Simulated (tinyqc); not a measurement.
Oxide trap near a transistor channel: two-state multiphonon kinetics, telegraph noise and bias instability. Changing the frequency f. Computed by tinyqc, a small Python program. Command: `OMP_NUM_THREADS=1 python tinyqc.py 3018969 3018970 out.jsonl oxidetrap sweep`. One thread of a shared host (Intel(R) Xeon(R) Processor @ 2.30GHz), about 0.01 s of CPU time with the checks.

An n-channel device under positive gate bias. The trap is empty (state 1) or holds an electron (state 2); both states are parabolas of equal curvature, and the electron reservoir is taken at the Fermi level of the channel.

Inputs (values chosen for the exercise, with an insulator like Si3N4 on silicon):
```
quantity                                value   unit
insulator constant eps_ox                7.27      -
insulator thickness t_ox                  5.2     nm
trap depth x from the interface           2.5     nm
tunnel barrier phi_b                     2.09     eV
tunnelling mass m_ox                      0.4    m_0
trap level above E_F at zero field E_t   0.53     eV
relaxation energy E_R                     1.3     eV
oxide field F                             2.4  MV/cm
attempt rate k_0 at the interface       4e+12    1/s
temperature T                             250      K
channel width W                            50     nm
channel length L                          160     nm
```

Parts treated: one trap.

Constants: hbar^2/(2 m_0) = 3.80998212 eV angstrom^2; k_B = 8.617333262e-05 eV/K; e = 1.602176634e-19 C; eps_0 = 8.8541878128e-12 F/m.

Method:
- kappa = sqrt(2 m_ox phi_b)/hbar = sqrt(m_ox phi_b/(hbar^2/2m_0)); attenuation length lambda = 1/(2 kappa); factor exp(-x/lambda) for a rectangular barrier.
- E_21 = E_t - e F x is the energy of state 2 over state 1; barriers E_c = (E_R + E_21)^2/(4 E_R), E_e = E_c - E_21; tau_c = exp(E_c/k_B T)/(k_0 P), tau_e = exp(E_e/k_B T)/(k_0 P), P the tunnelling factor; occupation f_2 = tau_e/(tau_c + tau_e); 1/tau_0 = 1/tau_c + 1/tau_e.
- Charge-sheet step dV = e (t_ox - x)/(eps_ox eps_0 W L); Lorentzian spectrum S(f) = 4 dV^2 tau_0^2/((tau_c + tau_e)(1 + (2 pi f tau_0)^2)); corner 1/(2 pi tau_0); variance dV^2 f_2 (1 - f_2) = dV^2 tau_0/(tau_c + tau_e).

One run for each value:
```
frequency f (Hz)  S(f) (V^2/Hz)  corner frequency (Hz)
1.00e-02             9.8125e-09             6.0746e-05
1.00e-01             9.8129e-11             6.0746e-05
1.00e+00             9.8129e-13             6.0746e-05
1.00e+01             9.8129e-15             6.0746e-05
1.00e+02             9.8129e-17             6.0746e-05
1.00e+03             9.8129e-19             6.0746e-05
1.00e+04             9.8129e-21             6.0746e-05
1.00e+05             9.8129e-23             6.0746e-05
1.00e+06             9.8129e-25             6.0746e-05
```

What does the table show, and why?

Over the rows, S(f) (V^2/Hz) falls from 9.81e-9 to 9.81e-25 (exponent d ln y / d ln x about -2.0 throughout). The exponent of S(f) stays at -2: the tail of a Lorentzian.
